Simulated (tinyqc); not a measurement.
Worked calculation: gated graphene: carriers, quantum capacitance and optical conductivity. Values are carried at full precision from step to step, so a last printed digit may differ when a step is redone from the rounded ones.

Cones E = +/- hv |k|, four flavours, D(E) = 2|E|/(pi hv^2). n = (2/pi)(kT/hv)^2 F_1(mu/kT), p = (2/pi)(kT/hv)^2 F_1(-mu/kT), in 1/angstrom^2 (1e16 for 1/cm^2); F_1(eta) = integral_0^infinity x dx/(1 + exp(x - eta)). Cq/e^2 = d(n - p)/d mu = (2 kT/(pi hv^2)) ln(2 + 2 cosh(mu/kT)).

Gate: V = mu/e + e (n - p)/Cox with Cox/e^2 = k/(4 pi e2 t), t in angstrom, e2 = e^2/(4 pi eps0); 1/(eV angstrom^2) in C/e^2 equals 1602.176634 microfarad/cm^2; total 1/C = 1/Cox + 1/Cq.

Constants: kB = 8.617333262e-05 eV/K; e^2/(4 pi eps0) = 14.39964547 eV angstrom; fine-structure constant alpha = 0.007297352564.

Inputs chosen for the exercise (Fermi velocity near that of graphene, gate dielectric near SiO2; the results hold for these values, not for the real material):
```
symbol  value  unit         meaning
hv      6.42   eV angstrom  hbar vF
T       300    K
k       4.04                dielectric constant of the gate layer
t       10     nm           its thickness
V       0.57   V            gate voltage from the neutrality point
E       0.113  eV           photon energy
Gm      5      meV          intraband damping
```

## Chemical potential at the gate voltage

Solve the gate equation for mu.

Cox = 0.3577 microfarad/cm^2
mu = 0.1061 eV
n = 1.04e+12 1/cm^2
p = 1.70e+09 1/cm^2

mu takes 18.6 % of the gate voltage; the zero-temperature rule |mu| = hv sqrt(pi |n - p|) gives 0.1158 eV.

## Quantum capacitance

1/(eV angstrom^2) in C/e^2 equals 1602.176634 microfarad/cm^2; 1/C = 1/Cox + 1/Cq.

Cq = 2.647 microfarad/cm^2
C = 0.3151 microfarad/cm^2
Cq at mu = 0 = 0.8869 microfarad/cm^2

C is 0.881 of Cox.

## Optical conductivity at one energy

Conductivity over sigma0 = e^2/(4 hbar): interband Re = sinh(E/2kT)/(cosh(mu/kT) + cosh(E/2kT)); intraband Re = (8 kT/pi) ln(2 cosh(mu/2kT)) Gm/(E^2 + Gm^2). A free sheet absorbs about pi alpha_f Re(sigma/sigma0), alpha_f the fine-structure constant (alpha among the constants).

Evaluate both parts and the absorption.

interband = 0.1262
intraband = 0.0532
absorption = 0.411 %

E is below 2|mu| = 0.2122 eV; at this temperature interband transitions are mostly Pauli blocked; the universal value is pi alpha_f = 2.293 %.

## Checks

- Cq/e^2 against the finite difference of n - p (1/(eV angstrom^2)): both 0.001652.

Run: tinyqc, `OMP_NUM_THREADS=1 python tinyqc.py 1681914 1681915 out.jsonl`; Intel(R) Xeon(R) Processor @ 2.30GHz, one thread, shared host; about 0.01 s of CPU time with all checks.
